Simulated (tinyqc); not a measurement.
Inside a calculation. Method: tight binding, dimerised chain. Computed by tinyqc, a small Python program that keeps every step. Settings: t1 = 1.93, t2 = 1.73, delta = 0, points = 6, cells = 3. Command: `OMP_NUM_THREADS=1 python tinyqc.py 28823 28824 out.jsonl` (the two numbers bound the seeds that draw the settings). One thread of a shared host (Intel(R) Xeon(R) Processor @ 2.60GHz), about 0.01 s of CPU time with the checks.

## Bloch Hamiltonian at k

Parameters chosen for this model:
```
parameter     value                      unit
t1         1.930000       eV, inside the cell
t2         1.730000         eV, between cells
delta             0  eV, +/- on the two sites
```

k point k (2 pi / a): [0.3400]

H_AA = +delta, H_BB = -delta, H_AB = -t1 - t2 exp(-i k a).

H(k) at k (eV), order A, B:
$$\begin{pmatrix}
0.0000 & -1.0030+1.4607i \\
-1.0030-1.4607i & 0.0000
\end{pmatrix}$$

## Levels at k

Diagonalise the Hermitian matrix.

eigenvalues (eV): [-1.7719, 1.7719]

weights |c|^2 of the basis functions, order A, B:
$$\begin{pmatrix}
0.5000 & 0.5000 \\
0.5000 & 0.5000
\end{pmatrix}$$

## Bloch Hamiltonian at X

k point X (2 pi / a): [0.5000]

As before.

H(k) at X (eV), order A, B:
$$\begin{pmatrix}
0.0000 & -0.2000 \\
-0.2000 & 0.0000
\end{pmatrix}$$

## Levels at X

As before.

eigenvalues (eV): [-0.2000, 0.2000]

weights |c|^2 of the basis functions, order A, B:
$$\begin{pmatrix}
0.5000 & 0.5000 \\
0.5000 & 0.5000
\end{pmatrix}$$

## Bands along a path

The same steps at evenly spaced points between the labelled ones.

Bands along the path (eV):
```
k          band 1  band 2
G         -3.6600  3.6600
G-X 0.20  -3.4814  3.4814
G-X 0.40  -2.9633  2.9633
G-X 0.60  -2.1574  2.1574
G-X 0.80  -1.1469  1.1469
X         -0.2000  0.2000
```

With 1 band(s) filled, the highest filled level on these points lies at X and the lowest empty one at X: a gap of 0.4000 eV, direct.

## Berry (Zak) phase of the lower band

On 6 points k_j = j/N: phase = -Im ln of the product of <u_j|u_(j+1)>, closed with u_N = u_0 (the cell-periodic part is taken without the site positions). Single arguments depend on the phases chosen for the u_j; only their sum modulo 2 pi does not.

Overlaps:
```
j  |<u_j|u_j+1>|  argument (rad)
0         0.9699         -0.2460
1         0.9736         -0.2304
2         0.8886          0.4764
3         0.8886          0.4764
4         0.9736         -0.2304
5         0.9699         -0.2460
```

phase / pi, folded into (-1, 1] = 0.0000

## Open chain of 3 cells

H of the open chain (eV):
$$\begin{pmatrix}
0.0000 & -1.9300 & 0.0000 & 0.0000 & 0.0000 & 0.0000 \\
-1.9300 & 0.0000 & -1.7300 & 0.0000 & 0.0000 & 0.0000 \\
0.0000 & -1.7300 & 0.0000 & -1.9300 & 0.0000 & 0.0000 \\
0.0000 & 0.0000 & -1.9300 & 0.0000 & -1.7300 & 0.0000 \\
0.0000 & 0.0000 & 0.0000 & -1.7300 & 0.0000 & -1.9300 \\
0.0000 & 0.0000 & 0.0000 & 0.0000 & -1.9300 & 0.0000
\end{pmatrix}$$

The same hoppings without the wrap-around bond.

levels (eV): [-3.3046, -2.3145, -0.9399, 0.9399, 2.3145, 3.3046]

weights of the highest filled level on the sites: [0.2549, 0.0605, 0.1846, 0.1846, 0.0605, 0.2549]

The bulk gap runs from -0.2000 to 0.2000 eV; no level of this chain lies inside it.
